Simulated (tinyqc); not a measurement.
Inside a calculation. Method: FCI on RHF in the sto-3g basis, frozen core, for B+, spin multiplicity 1. Computed by tinyqc, a small Python program that keeps every step (integrals from PySCF). Settings: charge = 1, multiplicity = 1, basis = sto-3g, method = RHF, frozen orbitals = 1, energy threshold = 1e-10, iteration cap = 68, orthogonalisation = canonical, start = core, DIIS depth = 6, ci = FCI. Command: `OMP_NUM_THREADS=1 python tinyqc.py 20348 20349 out.jsonl` (the two numbers bound the seeds that draw the settings). One thread of a shared host (Intel(R) Xeon(R) Processor @ 2.60GHz), about 0.05 s of CPU time with the checks. Later iterations appear only in the table of the cycle.

## One-electron integrals

Geometry (angstrom):
```
atom,x,y,z
B,0.00000,0.00000,0.00000
```

Basis sto-3g: exponents (1/bohr^2) and contraction coefficients of normalised primitives:
```
element,l (shell),exponent,coefficient
B,s (1),48.79111,0.15433
B,s (1),8.88736,0.53533
B,s (1),2.40527,0.44463
B,s (2),2.23696,-0.09997
B,s (2),0.51982,0.39951
B,s (2),0.16906,0.70012
B,p (3),2.23696,0.15592
B,p (3),0.51982,0.60768
B,p (3),0.16906,0.39196
```

Overlap, kinetic and nuclear-attraction integrals over the contracted functions; the nuclear repulsion is the sum of Za Zb / Rab.

nuclear repulsion = 0 hartree

overlap S:
```
,1B 1s,1B 2s,1B 2px,1B 2py,1B 2pz
1B 1s,1.00000,0.26933,0.00000,0.00000,0.00000
1B 2s,0.26933,1.00000,0.00000,0.00000,0.00000
1B 2px,0.00000,0.00000,1.00000,0.00000,0.00000
1B 2py,0.00000,0.00000,0.00000,1.00000,0.00000
1B 2pz,0.00000,0.00000,0.00000,0.00000,1.00000
```

kinetic energy T (hartree):
```
,1B 1s,1B 2s,1B 2px,1B 2py,1B 2pz
1B 1s,10.82630,-0.04797,0.00000,0.00000,0.00000
1B 2s,-0.04797,0.35917,0.00000,0.00000,0.00000
1B 2px,0.00000,0.00000,1.12388,0.00000,0.00000
1B 2py,0.00000,0.00000,0.00000,1.12388,0.00000
1B 2pz,0.00000,0.00000,0.00000,0.00000,1.12388
```

nuclear attraction V (hartree):
```
,1B 1s,1B 2s,1B 2px,1B 2py,1B 2pz
1B 1s,-23.14739,-3.13936,0.00000,0.00000,0.00000
1B 2s,-3.13936,-3.77163,0.00000,0.00000,0.00000
1B 2px,0.00000,0.00000,-3.74144,0.00000,0.00000
1B 2py,0.00000,0.00000,0.00000,-3.74144,0.00000
1B 2pz,0.00000,0.00000,0.00000,0.00000,-3.74144
```

core Hamiltonian H = T + V (hartree):
```
,1B 1s,1B 2s,1B 2px,1B 2py,1B 2pz
1B 1s,-12.32109,-3.18733,0.00000,0.00000,0.00000
1B 2s,-3.18733,-3.41246,0.00000,0.00000,0.00000
1B 2px,0.00000,0.00000,-2.61756,0.00000,0.00000
1B 2py,0.00000,0.00000,0.00000,-2.61756,0.00000
1B 2pz,0.00000,0.00000,0.00000,0.00000,-2.61756
```

## Two-electron integrals

Functions are numbered as in S; the eight-fold symmetry (ij|kl) = (ji|kl) = (kl|ij) leaves the list below.

Two-electron integrals (ij|kl) in chemists' order, unique and non-zero (hartree):
```
i,j,k,l,(ij|kl)
1,1,1,1,2.92351
2,1,1,1,0.51838
2,1,2,1,0.10926
2,2,1,1,0.74423
2,2,2,1,0.19318
2,2,2,2,0.54480
3,1,3,1,0.02026
3,2,3,1,0.03000
3,2,3,2,0.12035
3,3,1,1,0.74249
3,3,2,1,0.19324
3,3,2,2,0.54468
3,3,3,3,0.58677
4,1,4,1,0.02026
4,2,4,1,0.03000
4,2,4,2,0.12035
4,3,4,3,0.03163
4,4,1,1,0.74249
4,4,2,1,0.19324
4,4,2,2,0.54468
4,4,3,3,0.52351
4,4,4,4,0.58677
5,1,5,1,0.02026
5,2,5,1,0.03000
5,2,5,2,0.12035
5,3,5,3,0.03163
5,4,5,4,0.03163
5,5,1,1,0.74249
5,5,2,1,0.19324
5,5,2,2,0.54468
5,5,3,3,0.52351
5,5,4,4,0.52351
5,5,5,5,0.58677
```

## Orthogonalisation

S = U s U^T; canonical form X = U s^(-1/2), so that X^T S X = 1. Each column of U has its largest component positive (the first on a tie).

eigenvalues of S: 0.73067  1.00000  1.00000  1.00000  1.26933

X:
```
,1,2,3,4,5
1B 1s,0.82723,0.00000,0.00000,0.00000,0.62762
1B 2s,-0.82723,0.00000,0.00000,0.00000,0.62762
1B 2px,0.00000,1.00000,0.00000,0.00000,0.00000
1B 2py,0.00000,0.00000,1.00000,0.00000,0.00000
1B 2pz,0.00000,0.00000,0.00000,1.00000,0.00000
```

Within a degenerate level the vectors are fixed only up to a rotation; this is one choice.

## Starting guess

The start is the orbitals of the core Hamiltonian; D = 2 C_occ C_occ^T.

D at the start:
```
,1B 1s,1B 2s,1B 2px,1B 2py,1B 2pz
1B 1s,2.15642,-0.58078,0.00000,0.00000,0.00000
1B 2s,-0.58078,2.15642,0.00000,0.00000,0.00000
1B 2px,0.00000,0.00000,0.00000,0.00000,0.00000
1B 2py,0.00000,0.00000,0.00000,0.00000,0.00000
1B 2pz,0.00000,0.00000,0.00000,0.00000,0.00000
```

## Iteration 1: building the Fock matrix

J_ij = sum D_kl (ij|kl), K_ij = sum D_kl (ik|jl); F = H + J - 0.5 K; E = tr D H + tr D J / 2 - 0.25 tr D K + E_nn.

Coulomb J (hartree):
```
,1B 1s,1B 2s,1B 2px,1B 2py,1B 2pz
1B 1s,7.30707,1.40749,0.00000,0.00000,0.00000
1B 2s,1.40749,2.55531,0.00000,0.00000,0.00000
1B 2px,0.00000,0.00000,2.55123,0.00000,0.00000
1B 2py,0.00000,0.00000,0.00000,2.55123,0.00000
1B 2pz,0.00000,0.00000,0.00000,0.00000,2.55123
```

exchange K (hartree):
```
,1B 1s,1B 2s,1B 2px,1B 2py,1B 2pz
1B 1s,5.93781,1.03872,0.00000,0.00000,0.00000
1B 2s,1.03872,1.18605,0.00000,0.00000,0.00000
1B 2px,0.00000,0.00000,0.26837,0.00000,0.00000
1B 2py,0.00000,0.00000,0.00000,0.26837,0.00000
1B 2pz,0.00000,0.00000,0.00000,0.00000,0.26837
```

Fock matrix F (hartree):
```
,1B 1s,1B 2s,1B 2px,1B 2py,1B 2pz
1B 1s,-7.98292,-2.29919,0.00000,0.00000,0.00000
1B 2s,-2.29919,-1.45018,0.00000,0.00000,0.00000
1B 2px,0.00000,0.00000,-0.20052,0.00000,0.00000
1B 2py,0.00000,0.00000,0.00000,-0.20052,0.00000
1B 2pz,0.00000,0.00000,0.00000,0.00000,-0.20052
```

total energy of this density = -23.9484704 hartree

## Iteration 1: diagonalisation and new density

Diagonalise F' = X^T F X, C = X C', fill 2 alpha and 2 beta electrons from the bottom; D = 2 C_occ C_occ^T. Each column has its largest component positive (the first on a tie).

F' = X^T F X (hartree):
```
,1,2,3,4,5
1,-3.30840,0.00000,0.00000,0.00000,-3.39170
2,0.00000,-0.20052,0.00000,0.00000,0.00000
3,0.00000,0.00000,-0.20052,0.00000,0.00000
4,0.00000,0.00000,0.00000,-0.20052,0.00000
5,-3.39170,0.00000,0.00000,0.00000,-5.52713
```

orbital energies (hartree): MO1 -7.98629, MO2 -0.84925, MO3 -0.20052, MO4 -0.20052, MO5 -0.20052

coefficients C:
```
,MO1,MO2,MO3,MO4,MO5
1B 1s,0.99369,-0.30130,0.00000,0.00000,0.00000
1B 2s,0.02254,1.03812,0.00000,0.00000,0.00000
1B 2px,0.00000,0.00000,0.00000,0.00000,1.00000
1B 2py,0.00000,0.00000,0.00000,1.00000,0.00000
1B 2pz,0.00000,0.00000,1.00000,0.00000,0.00000
```

D after iteration 1:
```
,1B 1s,1B 2s,1B 2px,1B 2py,1B 2pz
1B 1s,2.15642,-0.58078,0.00000,0.00000,0.00000
1B 2s,-0.58078,2.15642,0.00000,0.00000,0.00000
1B 2px,0.00000,0.00000,0.00000,0.00000,0.00000
1B 2py,0.00000,0.00000,0.00000,0.00000,0.00000
1B 2pz,0.00000,0.00000,0.00000,0.00000,0.00000
```

Within a degenerate level the vectors are fixed only up to a rotation; this is one choice.

## Iteration 2 (converged): orbitals

converged F (hartree):
```
,1B 1s,1B 2s,1B 2px,1B 2py,1B 2pz
1B 1s,-7.98292,-2.29919,0.00000,0.00000,0.00000
1B 2s,-2.29919,-1.45018,0.00000,0.00000,0.00000
1B 2px,0.00000,0.00000,-0.20052,0.00000,0.00000
1B 2py,0.00000,0.00000,0.00000,-0.20052,0.00000
1B 2pz,0.00000,0.00000,0.00000,0.00000,-0.20052
```

As before.

F' = X^T F X (hartree):
```
,1,2,3,4,5
1,-3.30840,0.00000,0.00000,0.00000,-3.39170
2,0.00000,-0.20052,0.00000,0.00000,0.00000
3,0.00000,0.00000,-0.20052,0.00000,0.00000
4,0.00000,0.00000,0.00000,-0.20052,0.00000
5,-3.39170,0.00000,0.00000,0.00000,-5.52713
```

orbital energies (hartree): MO1 -7.98629, MO2 -0.84925, MO3 -0.20052, MO4 -0.20052, MO5 -0.20052

coefficients C:
```
,MO1,MO2,MO3,MO4,MO5
1B 1s,0.99369,-0.30130,0.00000,0.00000,0.00000
1B 2s,0.02254,1.03812,0.00000,0.00000,0.00000
1B 2px,0.00000,0.00000,0.99781,0.03036,-0.05885
1B 2py,0.00000,0.00000,0.06622,-0.45748,0.88675
1B 2pz,0.00000,0.00000,0.00000,0.88870,0.45849
```

D after iteration 2:
```
,1B 1s,1B 2s,1B 2px,1B 2py,1B 2pz
1B 1s,2.15642,-0.58078,0.00000,0.00000,0.00000
1B 2s,-0.58078,2.15642,0.00000,0.00000,0.00000
1B 2px,0.00000,0.00000,0.00000,0.00000,0.00000
1B 2py,0.00000,0.00000,0.00000,0.00000,0.00000
1B 2pz,0.00000,0.00000,0.00000,0.00000,0.00000
```

Within a degenerate level the vectors are fixed only up to a rotation; this is one choice.

## Convergence

Stop when the energy changes by less than 1e-10 hartree and every element of the error matrix X^T (F D S - S D F) X is below 3e-06.

Course of the cycle:
```
iteration,E (hartree),change,largest element of the error matrix
1,-23.9484704,-,4.84e-15
2,-23.9484704,-1.07e-14,1.17e-15
```

PySCF RHF in the same basis = -23.9484704 hartree

Converged in 2 iterations.

## Populations

Mulliken: Z minus the diagonal of D S on the atom; Loewdin: the same with S^(1/2) D S^(1/2).

Charges (e):
```
atom,Mulliken,Loewdin
1B,1.00000,1.00000
```

## Integrals over molecular orbitals

(pq|rs) = sum C_ip C_jq C_kr C_ls (ij|kl), one index at a time.

one-electron integrals over orbitals h = C^T H C (hartree):
```
,1,2,3,4,5
1,-12.31069,0.34279,0.00000,0.00000,0.00000
2,0.34279,-2.80224,0.00000,0.00000,0.00000
3,0.00000,0.00000,-2.61756,0.00000,0.00000
4,0.00000,0.00000,0.00000,-2.61756,0.00000
5,0.00000,0.00000,0.00000,0.00000,-2.61756
```

Two-electron integrals over orbitals (pq|rs), unique and non-zero (hartree); the lowest 1 orbital is frozen and left out:
```
p,q,r,s,(pq|rs)
2,2,2,2,0.52588
3,2,3,2,0.11277
3,3,2,2,0.53352
3,3,3,3,0.58677
4,2,4,2,0.11277
4,3,4,3,0.03163
4,4,2,2,0.53352
4,4,3,3,0.52351
4,4,4,4,0.58677
5,2,5,2,0.11277
5,3,5,3,0.03163
5,4,5,4,0.03163
5,5,2,2,0.53352
5,5,3,3,0.52351
5,5,4,4,0.52351
5,5,5,5,0.58677
```

## FCI: determinants and Hamiltonian

one-electron integrals dressed by the frozen orbital, h + 2 (pq|11) - (p1|1q) (hartree):
```
,2,3,4,5
2,-1.37514,0.00000,0.00000,0.00000
3,0.00000,-1.15479,0.00000,0.00000
4,0.00000,0.00000,-1.15479,0.00000
5,0.00000,0.00000,0.00000,-1.15479
```

energy of the frozen orbital, 2 h_11 + (11|11) = -21.7240814 hartree

Hartree-Fock energy = -23.9484704 hartree

Slater-Condon rules over spin orbitals, with the nuclear repulsion and the energy of the frozen orbital added and E(HF) subtracted on the diagonal.

Occupation strings over the orbitals (2 doubly, a alpha, b beta, 0 empty; spin orbitals ordered 1a 1b 2a 2b ...): 22000 2ab00 2a0b0 2a00b 2ba00 2b0a0 2b00a 20200 20ab0 20a0b 20ba0 20020 200ab 20b0a 200ba 20002

H - E(HF) between determinants (hartree):
```
,22000,2ab00,2a0b0,2a00b,2ba00,2b0a0,2b00a,20200,20ab0,20a0b,20ba0,20020,200ab,20b0a,200ba,20002
22000,0.00000,0.00000,0.00000,0.00000,0.00000,0.00000,0.00000,0.11277,0.00000,0.00000,0.00000,0.11277,0.00000,0.00000,0.00000,0.11277
2ab00,0.00000,0.22798,0.00000,0.00000,-0.11277,0.00000,0.00000,0.00000,0.00000,0.00000,0.00000,0.00000,0.00000,0.00000,0.00000,0.00000
2a0b0,0.00000,0.00000,0.22798,0.00000,0.00000,-0.11277,0.00000,0.00000,0.00000,0.00000,0.00000,0.00000,0.00000,0.00000,0.00000,0.00000
2a00b,0.00000,0.00000,0.00000,0.22798,0.00000,0.00000,-0.11277,0.00000,0.00000,0.00000,0.00000,0.00000,0.00000,0.00000,0.00000,0.00000
2ba00,0.00000,-0.11277,0.00000,0.00000,0.22798,0.00000,0.00000,0.00000,0.00000,0.00000,0.00000,0.00000,0.00000,0.00000,0.00000,0.00000
2b0a0,0.00000,0.00000,-0.11277,0.00000,0.00000,0.22798,0.00000,0.00000,0.00000,0.00000,0.00000,0.00000,0.00000,0.00000,0.00000,0.00000
2b00a,0.00000,0.00000,0.00000,-0.11277,0.00000,0.00000,0.22798,0.00000,0.00000,0.00000,0.00000,0.00000,0.00000,0.00000,0.00000,0.00000
20200,0.11277,0.00000,0.00000,0.00000,0.00000,0.00000,0.00000,0.50157,0.00000,0.00000,0.00000,0.03163,0.00000,0.00000,0.00000,0.03163
20ab0,0.00000,0.00000,0.00000,0.00000,0.00000,0.00000,0.00000,0.00000,0.43831,0.00000,-0.03163,0.00000,0.00000,0.00000,0.00000,0.00000
20a0b,0.00000,0.00000,0.00000,0.00000,0.00000,0.00000,0.00000,0.00000,0.00000,0.43831,0.00000,0.00000,0.00000,-0.03163,0.00000,0.00000
20ba0,0.00000,0.00000,0.00000,0.00000,0.00000,0.00000,0.00000,0.00000,-0.03163,0.00000,0.43831,0.00000,0.00000,0.00000,0.00000,0.00000
20020,0.11277,0.00000,0.00000,0.00000,0.00000,0.00000,0.00000,0.03163,0.00000,0.00000,0.00000,0.50157,0.00000,0.00000,0.00000,0.03163
200ab,0.00000,0.00000,0.00000,0.00000,0.00000,0.00000,0.00000,0.00000,0.00000,0.00000,0.00000,0.00000,0.43831,0.00000,-0.03163,0.00000
20b0a,0.00000,0.00000,0.00000,0.00000,0.00000,0.00000,0.00000,0.00000,0.00000,-0.03163,0.00000,0.00000,0.00000,0.43831,0.00000,0.00000
200ba,0.00000,0.00000,0.00000,0.00000,0.00000,0.00000,0.00000,0.00000,0.00000,0.00000,0.00000,0.00000,-0.03163,0.00000,0.43831,0.00000
20002,0.11277,0.00000,0.00000,0.00000,0.00000,0.00000,0.00000,0.03163,0.00000,0.00000,0.00000,0.03163,0.00000,0.00000,0.00000,0.50157
```

## FCI: roots

Diagonalise (each vector has its largest component positive (the first on a tie)); all determinants have Ms = 0, so triplets appear too. The lowest singlet root is the correlation energy.

lowest roots of this matrix, relative to E(HF) (hartree): -0.06097  0.11521  0.11521  0.11521  0.34075  0.34075  0.34075  0.40668

lowest vectors:
```
,root 1,root 2,root 3,root 4
22000,0.95458,0.00000,0.00000,0.00000
2ab00,0.00000,0.70711,0.00000,0.00000
2a0b0,0.00000,0.00000,0.17668,0.68468
2a00b,0.00000,0.00000,0.68468,-0.17668
2ba00,0.00000,0.70711,0.00000,0.00000
2b0a0,0.00000,0.00000,0.17668,0.68468
2b00a,0.00000,0.00000,0.68468,-0.17668
20200,-0.17202,0.00000,0.00000,0.00000
20ab0,0.00000,0.00000,0.00000,0.00000
20a0b,0.00000,0.00000,0.00000,0.00000
20ba0,0.00000,0.00000,0.00000,0.00000
20020,-0.17202,0.00000,0.00000,0.00000
200ab,0.00000,0.00000,0.00000,0.00000
20b0a,0.00000,0.00000,0.00000,0.00000
200ba,0.00000,0.00000,0.00000,0.00000
20002,-0.17202,0.00000,0.00000,0.00000
```

<S^2> of these roots: 0.00000  2.00000  2.00000  2.00000  0.00000  0.00000  0.00000  2.00000

weight of the ground state by excitation level 0, 1, 2, ...: 0.91123  0.00000  0.08877

Within a degenerate level the vectors are fixed only up to a rotation; this is one choice.
